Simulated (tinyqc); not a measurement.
Worked calculation: two-step dopant diffusion (predeposition and drive-in) with a constant diffusivity. Computed by tinyqc, a small Python program that keeps every step. Command: `OMP_NUM_THREADS=1 python tinyqc.py 3019371 3019372 out.jsonl dopdiff walk`. One thread of a shared host (Intel(R) Xeon(R) Processor @ 2.30GHz), about 0.04 s of CPU time with the checks. Intermediate numbers are printed to about 6 digits and carried at full precision; extremes and crossings named in words are read from the listed rows.

Fick diffusion into a half space x > 0 whose background doping C_B is of the opposite type, so that a junction lies where C = C_B.

Inputs (values chosen for the exercise, modelled on phosphorus in silicon):
```
quantity,value,unit
prefactor D0,4.57,cm^2/s
activation energy E,3.68,eV
surface concentration C_s,5.1e+19,1/cm^3
background doping C_B,1.3e+14,1/cm^3
predeposition temperature T1,950,C
predeposition time t1,20,min
drive-in temperature T2,1000,C
drive-in time t2,120,min
mean mobility in the layer mu,71,cm^2/(V s)
ramp rate,8,C/min
stand-by temperature,800,C
```

Furnace ramps of the drive-in: linear ramps.

Constants: k_B = 8.617333262e-05 eV/K; e = 1.602176634e-19 C.

## Diffusivities

D = D0 exp(-E/(k_B T)). Temperatures in kelvin are T(C) + 273.15. Times in seconds are 60 times the minutes.

D1 = 3.14132e-15 cm^2/s

D2 = 1.23764e-14 cm^2/s

product D1 t1 = 3.76958e-12 cm^2

## Thermal budget with ramps

One ramp between the stand-by temperature and T2 adds int D dT / rate (40-point Gauss-Legendre); the usual estimate counts it as an extra time k_B T2^2/(E rate) at T2. (Dt)2 = D2 t2 + two ramps, times in seconds.

budget of one ramp = 3.32539e-12 cm^2

estimated extra time of one ramp = 4.74454 min

drive-in budget (Dt)2 = 9.57612e-11 cm^2

The integral equals 4.48 min at T2, against the estimate 4.74 min; both ramps make 6.9 % of the budget.

## Predeposition

C = C_s erfc(x/(2 sqrt(D1 t1))); dose Q = 2 C_s sqrt(D1 t1/pi); the junction solves erfc(z) = C_B/C_s with x_j = 2 z sqrt(D1 t1).

dose Q = 1.11731e+14 1/cm^2

z = 3.32635

junction depth after predeposition = 0.129165 um

## Drive-in as a Gaussian

With a sealed surface and a thin source, C = Q/sqrt(pi (Dt)2) exp(-x^2/(4 (Dt)2)); x_j = 2 sqrt((Dt)2 ln(C(0)/C_B)); gradient at the junction |dC/dx| = C_B x_j/(2 (Dt)2).

surface concentration C(0) (Gaussian) = 6.44173e+18 1/cm^3

junction depth x_j = 0.643507 um

gradient at the junction = 4.36794e+19 1/cm^4

The drive-in moves the junction from 0.129 to 0.644 um and lowers the surface value by a factor 7.92. Caution: C_s exceeds the intrinsic carrier density of silicon at the predeposition temperature (2e18 to 1e19 per cm^3), where real diffusivities rise with concentration and profiles turn box-like.

## Sheet resistance

Net dose Q_net = Q erf(x_j/(2 sqrt((Dt)2))) - C_B x_j; R_s = 1/(e mu Q_net), with every dopant ionised and one mobility.

net dose = 1.11722e+14 1/cm^2

sheet resistance R_s (Gaussian) = 786.852 ohm/square

## Exact junction depth

Exact two-step profile: C = (2 C_s/pi) int_0^alpha exp(-beta (1 + u^2))/(1 + u^2) du with alpha = sqrt(D1 t1/(Dt)2), beta = x^2/(4 (D1 t1 + (Dt)2)). The integral takes 48 Gauss-Legendre points; solve C(x) = C_B.

exact junction depth = 0.651670 um

## Gaussian against the exact two-step profile

Gaussian: C = Q/sqrt(pi (Dt)2) exp(-x^2/(4 (Dt)2)). Depths are fractions of the Gaussian x_j.

Profiles:
```
x/x_j,x (um),Gaussian (1/cm^3),exact (1/cm^3),ratio
0.0,0.000000,6.44173e+18,6.35914e+18,1.01299
0.2,0.128701,4.18023e+18,4.17222e+18,1.00192
0.4,0.257403,1.14233e+18,1.17852e+18,0.96930
0.6,0.386104,1.31456e+17,1.43379e+17,0.91684
0.8,0.514805,6.37037e+15,7.51819e+15,0.84733
1.0,0.643507,1.30000e+14,1.70066e+14,0.76441
1.2,0.772208,1.11717e+12,1.66146e+12,0.67240
```

With D1 t1/(Dt)2 = 0.039, the Gaussian is 1.3 % high at the surface and 24 % low at its own junction; the exact junction lies at 0.6517 um, 1.3 % deeper. The dose is the same, but the real source already has a width, which carries into the tail.

Checks made by the program: exact profile against the direct convolution of the erfc with the Gaussian kernel (relative difference below 1e-10).
